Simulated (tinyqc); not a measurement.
# Hot electrons in a saturated n-channel MOSFET, lucky-electron model, step by step

Numbers from tinyqc (`OMP_NUM_THREADS=1 python tinyqc.py 2550113 2550114 out.jsonl`; about 0.01 s on one thread of a shared Intel Xeon 2.30GHz). Printed values are rounded.

Beyond pinch-off the lateral field grows as Esat cosh(y/l) over the velocity-saturated region (pseudo-two-dimensional model). Impact ionisation in this region gives the substrate current, which biases the body forward through Rsub. Currents are per width. Local-field laws: they overstate ionisation when the field peak is narrower than an energy relaxation length.

Parameters, values chosen for the exercise; values close to those of silicon n-channel devices:
```
symbol,value,unit,meaning
L,0.5,um,channel length
tox,13,nm,oxide thickness
xj,150,nm,junction depth
VT,0.62,V,threshold
mu,300,cm^2/(V s),effective mobility
vs,7.4e6,cm/s,saturation velocity
Ai,2e6,1/cm,ionisation prefactor
Bi,1.72,MV/cm,ionisation field
Rd,700,ohm um,resistance of the lightly doped drain
Rsub,19000,ohm um,substrate resistance
kb,0.45,,fall of VT per volt of forward body bias
lm,8,nm,hot-electron mean free path
pb,3.2,V,oxide barrier
Cg,0.001,,prefactor of the gate current
m,3.3,,lifetime exponent
Hl,1900,s uA/um,lifetime constant
Vd,3.7,V,drain voltage
Vg,2.5,V,gate voltage
```

Constants: eps0 = 8.8541878128e-14 F/cm where lengths are in cm. Results are converted to the units shown.

## Length and field scales

Cox = 3.9 eps0/tox, l = sqrt(3 tox xj), Esat = 2 vs/mu.

Cox = 0.265626 uF/cm^2
l = 76.4853 nm
Esat = 0.0493333 MV/cm
Esat L = 2.46667 V

## Iteration 1: body bias from the substrate current

Vb at the start = 0 V

Cox = 3.9 eps0/tox. Overdrive g = Vg - VT + kb Vb; Vdsat = g Esat L/(g + Esat L); Id = Cox vs (g - Vdsat); dV = Vd - Id Rd - Vdsat; Em = sqrt((dV/l)^2 + Esat^2); Isub = Id (Ai/Bi) l Em exp(-Bi/Em). Vb(new) = Rsub Isub.

Vdsat = 1.06687 V
Id = 159.831 uA/um
dV = 2.52125 V
Em = 0.333309 MV/cm
Isub = 2.71936 uA/um
Vb after iteration 1 = 0.0516679 V

## Iteration 2: body bias from the substrate current

As before.

Vdsat = 1.07432 V
Id = 162.937 uA/um
dV = 2.51163 V
Em = 0.332065 MV/cm
Isub = 2.70898 uA/um
Vb after iteration 2 = 0.0514706 V

## Course of the iteration: body bias from the substrate current

Stop when Vb changes by less than 1e-9 V, or after 60 iterations.

Course of the iteration:
```
iteration	Vb (V)	|change| (V)
1	0.0516679	0.0517
2	0.0514706	1.97e-4
3	0.0514714	7.78e-7
4	0.0514714	3.07e-9
5	0.0514714	1.21e-11
```

Converged in 5 iterations. At the end each change is about 0.0039 times the one before, with alternating sign: linear convergence.

## Gate current, lifetime and channel shortening

Id = 162.925 uA/um
dV = 2.51166 V
Em = 0.332070 MV/cm
Isub = 2.70902 uA/um

Ig = Cg Id exp(-pb/(lm Em)); lifetime tau = (Hl/Id)(Isub/Id)^(-m); length of the saturated region dL = l ln[(dV/l + Em)/Esat]. 1 year = 3.15576e7 s.

Isub/Id = 0.0166274
Ig = 0.956371 pA/um
tau = 0.274754 years
dL = 198.428 nm

The lifetime misses ten years. Integrating Ai exp(-Bi/E) over the cosh profile gives Isub/Id = 0.0145, so the closed form is 15 % above it.
